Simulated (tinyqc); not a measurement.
Solid solubility of a dopant against its melt (retrograde solidus), clustering and the electrically active fraction. From x_l back to temperature T. Computed by tinyqc, a small Python program. Command: `OMP_NUM_THREADS=1 python tinyqc.py 3030209 3030210 out.jsonl retro inv`. One thread of a shared host (Intel(R) Xeon(R) Processor @ 2.30GHz), about 0.03 s of CPU time with the checks.

Inputs (values chosen for the exercise, of the order of those of gold in silicon for the solubility):
```
quantity                                   value    unit
melting point of the host T_m               1687       K
heat of melting of the host H_f             50.2  kJ/mol
interaction L of the melt                    -21  kJ/mol
enthalpy of transfer from melt to solid H   1.66      eV
entropy of transfer S                       2.14     k_B
site density N0                            5e+22  1/cm^3
```

Constants: R = 8.314462618 J/(mol K); k_B = 8.617333262e-05 eV/K.

Method. x_l and x_s are atom fractions of the dopant in melt and solid; the solid is dilute. Liquidus of the host: R T ln(1 - x_l) + L x_l^2 = -H_f (1 - T/T_m). Distribution: k = x_s/x_l = exp[L (1 - x_l)^2/(R T)] exp(S/k_B - H/(k_B T)), the first factor being the activity coefficient in the melt. Solubility = x_s N0; at T_m x_l = 0.

Task: A run gave the result below. Find the temperature T, known to lie between 1200 and 1600 K.

x_l = 0.4070533

Result:

Each step takes the trial c = (a f_b - b f_a)/(f_b - f_a), f being the result less the target and a, b, c the logarithms of the listed values; c replaces end b, the old b replaces a if the sign of f changed, and otherwise f_a is halved.

Scan of the range:
```
temperature T (K)       x_l
1200               0.553788
1260               0.504619
1320               0.452746
1390               0.388045
1450               0.328029
1530               0.238921
1600               0.147914
```

False position (Illinois rule, in the logarithm of the input) inside the bracket:
```
step    end a    end b    trial       x_l
1     1320.00  1390.00  1369.06  0.407937
2     1390.00  1369.06  1369.98  0.407070
3     1390.00  1369.98  1370.02  0.407037
4     1369.98  1370.02  1370.00  0.407053
```

x_l falls at every point of a 13-point scan of the range (every second point is shown), so one value fits; it is bracketed by 1320 and 1390. Answer: temperature T = 1370 K.
